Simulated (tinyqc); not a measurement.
Single-domain magnet: Stoner-Wohlfarth switching, Neel-Arrhenius retention, LLG dynamics and spin torque: one step, computed by the program tinyqc.

The moment is uniform, with unit vector m; z is the easy axis. mu_0 = 1.25663706212e-6 T m/A, gamma = 1.76085963023e11 rad/(s T).

Problem. Exact time to the equator. The polar equation dm_z/dt = -(1 - m_z^2)(i - m_z)/tau_D, i = I/I_c0, integrates to t = tau_D [F(cos theta_0) - F(0)], F(z) = -ln(1 - z)/(2 (i - 1)) + ln(1 + z)/(2 (i + 1)) + ln(i - z)/(i^2 - 1), theta_0 = 1/sqrt(2 Delta).

Inputs (values chosen for the exercise, for a model magnet): temperature T = 450 K; drive I/I_c0 = 1.5.

Shape: prolate spheroid, easy axis along it.

stability factor Delta = 180.7968

tau_D = 0.1539051 ns

Give: time to m_z = 0.

Solution.

time to m_z = 0 = 0.89968 ns
